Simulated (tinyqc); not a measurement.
Inside a calculation. Model: composition and strain of an epitaxial Si(1-x)Ge(x) layer from Raman and X-ray peaks. Computed by tinyqc, a small Python program that keeps every step. Command: `OMP_NUM_THREADS=1 python tinyqc.py 3005851 3005852 out.jsonl epiraman walk`. One thread of a shared host (Intel(R) Xeon(R) Processor @ 2.30GHz), about 0.01 s of CPU time with the checks. Intermediate numbers are printed to about 5 digits and carried at full precision; extremes and crossings named in words are read from the listed rows.

A (001) layer, biaxially strained in the plane. The Raman peaks follow empirical lines omega = w0 + c1 x + c3 x^3 + b eps (c3 for Si-Ge alone), with eps the in-plane strain.

Inputs (values chosen for the exercise, modelled on silicon-germanium):

| quantity | value | unit |
|---|---|---|
| Ge fraction x | 0.12 | - |
| degree of relaxation R | 0.81 | - |
| lattice constant of Si | 5.431 | angstrom |
| lattice constant of Ge | 5.658 | angstrom |
| bowing B | 0.029 | angstrom |
| 2 C12/C11 of Si | 0.776 | - |
| 2 C12/C11 of Ge | 0.758 | - |
| Si-Si: w0 | 521.1 | 1/cm |
| Si-Si: c1 | -65.5 | 1/cm |
| Si-Si: strain coefficient b | -695 | 1/cm |
| Si-Ge: w0 | 400.5 | 1/cm |
| Si-Ge: c1 | 24.7 | 1/cm |
| Si-Ge: c3 | -34.1 | 1/cm |
| Si-Ge: strain coefficient b | -534 | 1/cm |
| Ge-Ge: w0 | 280.5 | 1/cm |
| Ge-Ge: c1 | 20 | 1/cm |
| Ge-Ge: strain coefficient b | -469 | 1/cm |
| uncertainty of a Raman peak | 0.1 | 1/cm |
| X-ray wavelength | 1.540598 | angstrom |

Substrate: germanium. Pair of peaks used: Si-Si and Ge-Ge.

## Lattice constants and strain

Relaxed lattice constant a(x) = a_Si + (a_Ge - a_Si) x - B x (1 - x). In-plane constant a_par = a_sub + R (a(x) - a_sub); eps = a_par/a(x) - 1; eps_perp = -(2 C12/C11) eps with 2 C12/C11 linear in x; a_perp = a(x) (1 + eps_perp).

relaxed constant a(x) = 5.4552 angstrom

substrate constant a_sub = 5.658 angstrom

a_par = 5.4937 angstrom

in-plane strain eps = 7.0642 per mille

strain along the normal = -5.4665 per mille

a_perp = 5.4254 angstrom

The layer is under tension in the plane and is shortened along the normal.

## Raman peaks

Insert x and eps in the three lines; the strain part is b eps.

Si-Si peak = 508.33 1/cm

Si-Ge peak = 399.63 1/cm

Ge-Ge peak = 279.59 1/cm

strain parts (1/cm): Si-Si -4.9096, Si-Ge -3.7723, Ge-Ge -3.3131

Read as unstrained, the Si-Si peak would give x = 0.195 in place of 0.12. Caution: near either end one of the like-atom peaks is weak, since its intensity follows the number of such bonds.

## X-ray (004) reflection

Bragg angle theta = arcsin(2 lambda/a) for (004), for the substrate with a_sub and the layer with a_perp; separation in arc seconds.

theta of the substrate = 32.996 degree

theta of the layer = 34.606 degree

separation, layer less substrate = 5796.5 arcsec

## Back from two peaks to composition and strain

Unknowns x and eps (per mille). Newton steps: J d = (measured - model), J = [d omega/dx, d omega/d eps] for the two peaks; start at x = 0.5, eps = 0; stop when |d| < 1e-9. The peaks are rounded to 0.001 per cm; R = (a(x)(1 + eps) - a_sub)/(a(x) - a_sub).

peaks used (1/cm): Si-Si 508.330, Ge-Ge 279.587

Iterations:

| step | x | eps (per mille) | residual 1 (1/cm) | residual 2 (1/cm) |
|---|---|---|---|---|
| 0 | 0.50000 | 0.0000 | 19.98 | -10.913 |
| 1 | 0.12001 | 7.0642 | 0.00 | 0.000 |

recovered x = 0.12001

recovered eps = 7.0642 per mille

recovered R = 0.81

## Which pair of peaks is best

For each pair invert J = [d omega/dx, d omega/d eps] at the true x. Independent errors of the given size in both peaks give sigma_x and sigma_eps = uncertainty x (norm of the rows of the inverse of J).

Error propagation:

| pair | det J | sigma_x | sigma_eps (per mille) |
|---|---|---|---|
| Si-Si and Si-Ge | 51.120 | 0.0017145 | 0.13595 |
| Si-Si and Ge-Ge | 44.6195 | 0.0018791 | 0.15349 |
| Si-Ge and Ge-Ge | -0.21341 | 0.33303 | 14.363 |

The pair Si-Si and Si-Ge fixes x best (sigma_x = 0.0017) and Si-Ge and Ge-Ge worst (0.33), a factor 190. Strain moves all peaks the same way, so a good pair needs different ratios of composition slope to strain coefficient, best of opposite sign; the slopes here are -65.5, 23.2 and 20 per cm for Si-Si, Si-Ge and Ge-Ge. Errors in the coefficients themselves are not counted.

## Relaxation at fixed composition

(004) Bragg angle theta = arcsin(2 lambda/a), with a = a_perp for the layer and a_sub for the substrate; separation = layer less substrate. The apparent x is the one that a fully strained layer (R = 0) would need to give the same a_perp.

Signatures:

| R | eps (per mille) | Si-Si (1/cm) | Ge-Ge (1/cm) | a_perp (angstrom) | (004) separation (arcsec) | apparent x if R = 0 is assumed |
|---|---|---|---|---|---|---|
| 0.00 | 37.180 | 487.40 | 265.46 | 5.2982 | 9231.5 | 0.12000 |
| 0.15 | 31.603 | 491.28 | 268.08 | 5.3218 | 8579.9 | 0.18359 |
| 0.30 | 26.026 | 495.15 | 270.69 | 5.3453 | 7935.5 | 0.24616 |
| 0.50 | 18.590 | 500.32 | 274.18 | 5.3767 | 7087.2 | 0.32809 |
| 0.70 | 11.154 | 505.49 | 277.67 | 5.4081 | 6251.2 | 0.40840 |
| 0.85 | 5.577 | 509.36 | 280.28 | 5.4316 | 5632.1 | 0.46764 |
| 1.00 | 0.000 | 513.24 | 282.90 | 5.4552 | 5019.5 | 0.52606 |

Full relaxation moves the Si-Si peak by +25.84 per cm and shrinks the X-ray separation to 54 % of its strained value, about 1/(1 + 2 C12/C11). A symmetric reflection alone cannot part x from R: a relaxed layer read as strained gives x = 0.526 in place of 0.12. An asymmetric reflection or a second peak is needed.

Checks made by the program: recovered composition (relative difference 5e-05).
